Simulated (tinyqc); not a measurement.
# Electron continuity equation in a given potential, Scharfetter-Gummel discretisation, step by step

Program tinyqc, `OMP_NUM_THREADS=1 python tinyqc.py 2220115 2220116 out.jsonl`; Intel Xeon 2.30GHz, shared host, one thread, about 0.01 s. Printed values are rounded.

Steady state in one dimension: J = q mu n E + q D dn/dx with E = -dpsi/dx and D = mu Vt, dJ/dx = 0, fixed densities nL and nR at the ends. The potential is given, psi = U (x/L)^2, and is not changed by the electrons.

Parameters, values chosen for the exercise; mobility close to that of germanium at room temperature:
- T = 300 K (temperature)
- mu = 3970 cm^2/(V s) (electron mobility)
- L = 7.3 um (length of the region)
- nL = 7.1e12 cm^-3 (density at x = 0)
- nR = 0 cm^-3 (density at x = L)
- U = -0.36 V (potential difference psi(L) - psi(0))

Constants: q = 1.602176634e-19 C, kB = 1.380649e-23 J/K, Vt = kB T/q. Results are converted to the units shown.

## Potential on the mesh

8 equal intervals, h = L/8; psi = U (x/L)^2.

| node | psi (V) |
|---|---|
| 0 | 0.0000000 |
| 1 | -0.0056250 |
| 2 | -0.0225000 |
| 3 | -0.0506250 |
| 4 | -0.0900000 |
| 5 | -0.1406250 |
| 6 | -0.2025000 |
| 7 | -0.2756250 |
| 8 | -0.3600000 |

## Bernoulli factors

d_i = (psi_(i+1) - psi_i)/Vt; B(d) = d/(exp(d) - 1), B(0) = 1. The flux on interval i is J_i = (q D/h) [n_(i+1) B(d_i) - n_i B(-d_i)].

| interval | d_i | B(d_i) | B(-d_i) |
|---|---|---|---|
| 0 | -0.217585 | 1.112735 | 0.8951498 |
| 1 | -0.652754 | 1.361635 | 0.7088806 |
| 2 | -1.087924 | 1.640701 | 0.5527773 |
| 3 | -1.523093 | 1.947780 | 0.4246871 |
| 4 | -1.958262 | 2.279975 | 0.3217121 |
| 5 | -2.393432 | 2.633953 | 0.2405215 |
| 6 | -2.828601 | 3.006257 | 0.1776561 |
| 7 | -3.263771 | 3.393554 | 0.1297828 |

The largest |d_i| is 3.26, above 2, where central differences lose the sign pattern that keeps densities positive.

## Tridiagonal system for the inner nodes

Row i (1 to 7): B(-d_(i-1)) n_(i-1) + b_i n_i + B(d_i) n_(i+1) = f_i with b_i = -B(-d_i) - B(d_(i-1)) and f_i = 0; the known end values are moved to the right: f_1 loses B(-d_0) nL and f_7 loses B(d_7) nR. h = L/8, D = mu Vt.

| node | diagonal b | right side f (cm^-3) |
|---|---|---|
| 1 | -1.821615 | -6.355564e12 |
| 2 | -1.914412 | 0 |
| 3 | -2.065388 | 0 |
| 4 | -2.269492 | 0 |
| 5 | -2.520496 | 0 |
| 6 | -2.811609 | 0 |
| 7 | -3.136040 | 0 |

## Densities and current

B(d) = d/(exp(d) - 1) with d_i = (psi_(i+1) - psi_i)/Vt; b and f are the diagonal and right side of the balance equations. Solve B(-d_(i-1)) n_(i-1) + b_i n_i + B(d_i) n_(i+1) = f_i (end values already in f), then J_i = (q D/h) [n_(i+1) B(d_i) - n_i B(-d_i)], h = L/8, D = mu Vt.

| node | n (cm^-3) |
|---|---|
| 0 | 7.1e12 |
| 1 | 5.711644e12 |
| 2 | 2.973523e12 |
| 3 | 1.001813e12 |
| 4 | 2.184212e11 |
| 5 | 3.081092e10 |
| 6 | 2.805691e9 |
| 7 | 1.589419e8 |
| 8 | 0 |

| interval | J (1e-6 A/cm^2) |
|---|---|
| 0 | -3.717216 |
| 1 | -3.717216 |
| 2 | -3.717216 |
| 3 | -3.717216 |
| 4 | -3.717216 |
| 5 | -3.717216 |
| 6 | -3.717216 |
| 7 | -3.717216 |

Without sources J is the same on every interval. Against a mesh 200 times finer the densities are off by at most 0.0052 % of their local values.
